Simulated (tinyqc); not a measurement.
# Line constants from open and short measurements

Problem. A uniform line of length len, under a quarter wavelength, has Z_open = Zc coth(gamma len) and Z_short = Zc tanh(gamma len); gamma Zc = r + i w l and gamma/Zc = g + i w c, w = 2 pi f. Find r, l and c.

Values chosen for this exercise:
- len = 2 mm (length)
- f = 7.8 GHz (frequency)

Zin with the far end open = 17.077114-51.439747i ohm
Zin with the far end shorted = 58.932227+11.814913i ohm

Solution. The product of the two impedances is Zc^2 and their ratio tanh^2(gamma len); the principal branch holds below a quarter wavelength.

r = 23.77 ohm/mm
l = 0.2734 nH/mm
c = 170.9 pF/m

Computed by the program tinyqc: `OMP_NUM_THREADS=1 python tinyqc.py 2810127 2810128 out.jsonl`, one thread of a shared Intel Xeon 2.30GHz, about 0.01 s for the whole run.
